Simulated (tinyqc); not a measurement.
On-chip interconnect, size-dependent resistivity and RC delay: two steps of the calculation.

A rectangular line between two neighbours and two ground planes. Surface and grain-boundary scattering are added to the bulk resistivity as corrections; capacitances are parallel-plate values without fringing; inductance is ignored.

Inputs (values chosen for the exercise); metal values close to those of copper: bulk resistivity rho0 = 1.71 uohm cm; bulk mean free path lam = 39.4 nm; specular share of surface scattering ps = 0; reflection coefficient of grain boundaries Rg = 0.55; grain size over the metal width gr = 1; drawn line width wd = 120 nm; aspect ratio, height over width AR = 1.8; liner on both walls and the bottom, not conducting tl = 1.8 nm; space to the neighbouring lines sp = 180 nm; dielectric height to the planes above and below hd = 210 nm; relative permittivity of the dielectric ek = 3; Miller factor of the neighbours Mf = 2; driver resistance Rd = 7500 ohm; time step dt = 2.7 ps.

Constants: eps0 = 8.8541878128e-12 F/m. Results are converted to the units shown.

Question 1. Resistivity, resistance and capacitance per length. Metal width x = wd - 2 tl, height y = AR wd - tl; grain boundaries (Mayadas-Shatzkes): al = (lam/(gr x)) Rg/(1 - Rg), g = 1/[1 - 3 al/2 + 3 al^2 - 3 al^3 ln(1 + 1/al)] - 1; surfaces (Fuchs-Sondheimer, thick limit): s = (3/8) lam (1 - ps)(1/x + 1/y); rho = rho0 (1 + g + s); r = rho/(x y); c = eps0 ek (2 wd/hd + 2 Mf AR wd/sp).

Find: x; y; al; g; s; rho; r; c.

Answer 1.

x = 116.40 nm
y = 214.20 nm
al = 0.41371
g = 0.58260
s = 0.19591
rho = 3.0412 uohm cm
r = 1.2198 ohm/um
c = 0.15786 fF/um

Question 2. Node voltages after a time step. A 1 V step is applied behind Rd at t = 0. C dv/dt = -G v + b, with G the conductance matrix of the ladder (1/Rs between neighbours, 1/Rd added at node 0) and b = (1 V/Rd, 0, ...). Trapezoidal step: (C/dt + G/2) v(new) = (C/dt - G/2) v + b.

Rs = 1.9211446 ohm

```
node      C (fF)  v at t = 1 dt (V)
0     0.12431280         0.24987412
1     0.24862559         0.24947002
2     0.24862559         0.24915419
3     0.24862559         0.24892652
4     0.39431280         0.24878691
```

Give: v at t = 2 dt.

Answer 2.

v at t = 2 dt, node 0 to 4 (V): 0.4360  0.4361  0.4362  0.4362  0.4363

Numbers from tinyqc (`OMP_NUM_THREADS=1 python tinyqc.py 2100067 2100068 out.jsonl`; about 0.01 s on one thread of a shared Intel Xeon 2.30GHz).
